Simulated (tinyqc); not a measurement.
Capacitance measurement on a leaky thin oxide: effects of series resistance and leakage: one step of the calculation.

The device is a capacitance C in parallel with a leakage conductance G, in series with Rs and Ls. An impedance meter reports either a parallel pair (Cp, Gp) from Y = 1/Z = Gp + i w Cp or a series pair (Cs, Rm) from Z = Rm + 1/(i w Cs); w = 2 pi f, dissipation D = Gp/(w |Cp|).

Problem. True capacitance and conductance. EOT = 3.9 tox/eox; CET = EOT + zc + zp; C = 3.9 eps0 A/CET; G = Jg A/Vs.

Inputs (values chosen for the exercise); values of the order met in thin-oxide MOS capacitors:

| symbol | value | unit | meaning |
|---|---|---|---|
| eox | 3.9 |  | relative permittivity of the gate insulator (close to silicon dioxide) |
| tox | 1.7 | nm | insulator thickness |
| A | 400 | um^2 | gate area |
| zc | 0.52 | nm | oxide-equivalent thickness added by the accumulation layer |
| zp | 0 | nm | oxide-equivalent thickness added by gate depletion |
| Jg | 0.4 | A/cm^2 | gate leakage current density, not matched to the thickness |
| Vs | 0.44 | V | voltage for an e-fold rise of the leakage |

Constants: eps0 = 8.8541878128e-14 F/cm where lengths are in cm. Results are converted to the units shown.

Find: EOT; CET; C; G.

Solution.

EOT = 1.700 nm
CET = 2.220 nm
C = 6.222 pF
G = 3.636 uS

tinyqc, about 0.01 s, one thread, Intel Xeon 2.30GHz (shared host): `OMP_NUM_THREADS=1 python tinyqc.py 2022116 2022117 out.jsonl`
